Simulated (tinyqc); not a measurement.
Bias-temperature instability, empirical power law with universal recovery: one step of the calculation.

Threshold-voltage shift at the end of a stress: dV = A (V/V0)^g exp[-(Ea q/kB)(1/T - 1/T0)] (t/1 s)^n. After a delay tr the permanent share pp stays and the rest falls by r = 1/(1 + B (tr/t)^be). An empirical model: its parameters are fits, not properties.

Question. What a delayed measurement sees. At V0 and T0, measured shift = dV [pp + (1 - pp) r]; the apparent exponent is the slope of ln(shift) against ln t between the first and last point.

Values chosen for this exercise: reference stress voltage V0 = 1.3 V; reference temperature T0 = 398 K; shift after 1 s at V0 and T0 A = 15 mV; time exponent n = 0.19; voltage exponent g = 2.9; apparent activation energy of the shift Ea = 0.19 eV; permanent share pp = 0.1; recovery scale B = 1.1; recovery dispersion be = 0.14; delay before the measurement tr = 0.1 s.

Constants: q = 1.602176634e-19 C, kB = 1.380649e-23 J/K. Results are converted to the units shown.

t, point 0 to 2 (s): [10, 100, 1000]

Find: dV; share left; measured; apparent n.

Answer.

| point | dV (mV) | share left | measured (mV) |
|---|---|---|---|
| 0 | 23.23 | 0.6706 | 15.58 |
| 1 | 35.98 | 0.7346 | 26.43 |
| 2 | 55.73 | 0.7907 | 44.07 |

apparent n = 0.2258

The delay hides 20.9 % of the last shift and raises the exponent from 0.19 to 0.226, since short stresses recover by a larger share.

Computed by the program tinyqc: `OMP_NUM_THREADS=1 python tinyqc.py 2070122 2070123 out.jsonl`, one thread of a shared Intel Xeon 2.30GHz, about 0.01 s for the whole run.
